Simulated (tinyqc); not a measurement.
From results back to parameters: valley splitting in a one-orbital chain of atomic planes (second-neighbour model). Four cases, with inputs chosen for the exercise.

Problem. For E(phi) = e0 + 2 v cos(phi) + 2 u cos(2 phi) with u, v > 0 and planes a/4 apart, the heights of the band at phi = 0 and phi = pi above its minimum were computed from hidden u and v; c = hbar^2/2m0.

Constants: hbar^2/2m0 = 3.80998211 eV angstrom^2.

Find: u, v; phi0; mass at the minimum.

Method. E - Emin = 4u (cos(phi) + v/(4u))^2. The difference of the two heights is 4v, and for v < 4u the sum of their square roots is 4 sqrt(u). The mass is (2c)/((a/4)^2 (8u - v^2/(2u))).

Case 1.

Values chosen (out of a larger set: near those of the Delta valleys of silicon; abrupt walls in this chain split the valleys several times more than measured wells; not measured data): a = 5.425 angstrom (lattice constant; planes lie a/4 apart).

E(0) - Emin = 3.214649 eV
E(pi) - Emin = 1.466649 eV

Solution.

u, v (eV): 0.564  0.437

phi0 = 1.7657 rad
mass at the minimum = 0.954 m0

Case 2.

Values chosen (out of a larger set: near those of the Delta valleys of silicon; abrupt walls in this chain split the valleys several times more than measured wells; not measured data): a = 5.435 angstrom (lattice constant; planes lie a/4 apart).

E(0) - Emin = 4.117629 eV
E(pi) - Emin = 1.249629 eV

Solution.

u, v (eV): 0.619  0.717

phi0 = 1.8646 rad
mass at the minimum = 0.910 m0

Case 3.

Values chosen (out of a larger set: near those of the Delta valleys of silicon; abrupt walls in this chain split the valleys several times more than measured wells; not measured data): a = 5.434 angstrom (lattice constant; planes lie a/4 apart).

E(0) - Emin = 3.759093 eV
E(pi) - Emin = 1.423093 eV

Solution.

u, v (eV): 0.613  0.584

phi0 = 1.8113 rad
mass at the minimum = 0.893 m0

Case 4.

Values chosen (out of a larger set: near those of the Delta valleys of silicon; abrupt walls in this chain split the valleys several times more than measured wells; not measured data): a = 5.436 angstrom (lattice constant; planes lie a/4 apart).

E(0) - Emin = 3.964568 eV
E(pi) - Emin = 1.180568 eV

Solution.

u, v (eV): 0.592  0.696

phi0 = 1.8691 rad
mass at the minimum = 0.954 m0

Computed by tinyqc, one run a case: `OMP_NUM_THREADS=1 python tinyqc.py N N+1 out.jsonl` with N = 1481570, 1481592, 1481636, 1481713; one thread of a shared Intel(R) Xeon(R) Processor @ 2.30GHz, about 0.02 s a run at most.
